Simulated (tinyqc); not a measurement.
Polycrystalline film, grain-boundary barriers (Seto model): one step of the calculation.

One-dimensional grains of size Lg with donors N; each boundary has Qt acceptor-like traps per area at one level Et below the band edge. Trapped electrons qt deplete a width w = qt/N (both sides together) and raise a barrier Vb = q N w^2/(8 eps0 eps_r). Current crosses the barriers by thermionic emission at small bias. Abrupt depletion, full ionisation, Boltzmann statistics.

Task. Trapped charge. w = qt/N, Vb = q N w^2/(8 eps0 eps_r), out = Qt/(1 + 2 (Nc/N) exp((Vb - Et)/Vt)); qt(new) = qt + 0.12 (out - qt).

Values chosen for this exercise; values close to those of polycrystalline silicon:
- T = 350 K (temperature)
- eps_r = 11.7 (relative permittivity of the semiconductor)
- Lg = 200 nm (grain size)
- Qt = 3.8e12 cm^-2 (trap density at a boundary)
- N = 4.1e16 cm^-3 (donor density)
- Nc = 3.53e19 cm^-3 (conduction-band density of states at T)
- Et = 0.38 eV (trap level below the band edge)

Constants: q = 1.602176634e-19 C, kB = 1.380649e-23 J/K, Vt = kB T/q, eps0 = 8.8541878128e-14 F/cm where lengths are in cm. Results are converted to the units shown.

qt at the start = 6.1e11 cm^-2

Give: w; Vb; out; qt after iteration 1.

Result.

w = 148.78 nm
Vb = 0.17545 V
out = 1.2869e12 cm^-2
qt after iteration 1 = 6.9122e11 cm^-2

Computed by the program tinyqc: `OMP_NUM_THREADS=1 python tinyqc.py 2610028 2610029 out.jsonl`, one thread of a shared Intel Xeon 2.30GHz, about 0.01 s for the whole run.
